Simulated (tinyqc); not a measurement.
Leakage currents through a thin dielectric: one step, computed by the program tinyqc.

Electrons leave an electrode with Fermi energy E_F above its band bottom; barriers are counted from the Fermi level, and both electrodes are alike.

Question. Transmission at the Fermi level. Field F = V/t; equivalent oxide thickness 3.9 t/k. WKB: a layer of mass m, field F and barrier b(x) = b_0 - e F x gives the exponent (4 sqrt(2 m)/(3 hbar e F)) [b_0^(3/2) - max(b_0 - e F t, 0)^(3/2)] for b_0 > 0; b_0 = barrier - (E - E_F); the transmission is D(E) = exp(-sum of exponents), without image force.

Inputs (values chosen for the exercise, modelled on a low-k dielectric):
```
quantity              value  unit
barrier height phi_B   2.57    eV
tunnelling mass m      0.57   m_0
thickness t             2.8    nm
voltage V              0.86     V
```

Stack: single layer.

Constants: m_0 = 9.1093837015e-31 kg; e = 1.602176634e-19 C; hbar = 1.054571817e-34 J s.

Give: exponent of the dielectric; transmission D(E_F).

Answer.

exponent of the dielectric = 31.633

transmission D(E_F) = 1.8288e-14
